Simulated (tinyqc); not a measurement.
# Lossy package transmission line with skin effect: what changes with what

A uniform line in a homogeneous dielectric: c = sqrt(er)/(c0 Z0), l = Z0 sqrt(er)/c0 (c0 = 299792458 m/s), g = w c td, w = 2 pi f. The resistance joins its limits as r = sqrt(r_dc^2 + r_hf^2), with r_dc = rho/(wd th), r_hf = kr rho/(2 delta (wd + th)), delta = sqrt(rho/(pi f mu0)), mu0 = 4 pi 1e-7 H/m; this is an interpolation, and internal inductance, up to 0.05 nH/mm at low frequency, is neglected.

Inputs (values chosen for the exercise): width of the strip wd = 56 um; thickness of the strip th = 11 um; resistivity rho = 2.2 uohm cm; relative permittivity er = 2.7; loss tangent td = 0.002; lossless impedance sqrt(l/c) Z0 = 60 ohm; factor for crowding and the return path kr = 2; length len = 3.3 mm; source resistance Rg = 10 ohm; load resistance RL = 100 ohm; load capacitance CL = 100 fF; frequency f = 22 GHz.

Each table varies one quantity; the others keep the values above.

## Line properties against frequency

gamma = sqrt((r + i w l)(g + i w c)) = alpha + i beta, Zc = sqrt((r + i w l)/(g + i w c)), roots with positive real part; loss 8.685889638 alpha in dB; phase velocity w/beta. ZL = 1/(1/RL + i w CL); reflection (ZL - Zc)/(ZL + Zc); Zin = Zc (ZL + Zc tanh(gamma len))/(Zc + ZL tanh(gamma len)); H = V_load/V_source = [Zin/(Zin + Rg)]/[cosh(gamma len) + (Zc/ZL) sinh(gamma len)].

Line properties against frequency:
```
f (GHz)  r (ohm/mm)   r/(w l)  loss (dB/mm)  |Zc| (ohm)  phase velocity over c0  length in wavelengths  |H| (dB)
0.01        0.03833     1.855      0.002229       87.10                  0.4885               2.253e-4   -0.8378
0.03        0.04308    0.6950      0.002971       66.21                  0.5781               5.712e-4   -0.8390
0.09        0.05493    0.2954      0.003961       61.27                  0.6023               0.001645   -0.8417
0.3         0.08414    0.1357      0.006166       60.27                  0.6072               0.005438   -0.8446
0.8          0.1294   0.07830      0.009601       60.09                  0.6081                0.01448   -0.8245
2            0.1999   0.04838       0.01507       60.04                  0.6084                0.03618   -0.6494
7            0.3697   0.02556       0.02885       60.01                  0.6085                 0.1266     1.559
20           0.6231   0.01508       0.05108       60.00                  0.6086                 0.3618    -2.887
60            1.078  0.008695       0.09598       60.00                  0.6086                  1.085     1.584
```

r equals w l at 0.0197 GHz: below it |Zc| and the delay grow as in an RC line, above it |Zc| tends to Z0 = 60 ohm and the velocity to 1/sqrt(er) = 0.609 c0. The loss goes as f^(0.26) between the first two rows and f^(0.57) between the last two. |H| is -0.838 dB in the first row and 1.58 dB in the last; between rows it can pass through resonances that the table doesn't show.

## Effect of the loss tangent

Same model as above.

The same in every row: r (ohm/mm) = 0.6534; r/(w l) = 0.01437.

Effect of the loss tangent:
```
td     loss (dB/mm)  |Zc| (ohm)  phase velocity over c0  length in wavelengths  |H| (dB)
0           0.04729       60.00                  0.6086                 0.3979    -3.121
0.001       0.05058       60.00                  0.6086                 0.3979    -3.127
0.002       0.05387       60.00                  0.6086                 0.3979    -3.133
0.005       0.06375       60.00                  0.6086                 0.3979    -3.150
0.01        0.08020       60.00                  0.6086                 0.3979    -3.178
0.02         0.1131       60.00                  0.6086                 0.3979    -3.236
0.04         0.1789       59.98                  0.6085                 0.3980    -3.352
```

What does the comparison show?

As td goes from 0 to 0.04, the loss rises from 0.0473 to 0.179 dB/mm, |Zc| stays near 60.0 ohm and |H| goes from -3.12 to -3.35 dB, with its highest value among the rows, -3.12 dB, at td = 0. In the low-loss estimate the dielectric part g Z0/2 equals the conductor part r/(2 Z0) at td = 0.0144.

Computed by the program tinyqc: `OMP_NUM_THREADS=1 python tinyqc.py 2810130 2810131 out.jsonl`, one thread of a shared Intel Xeon 2.30GHz, about 0.01 s for the whole run.
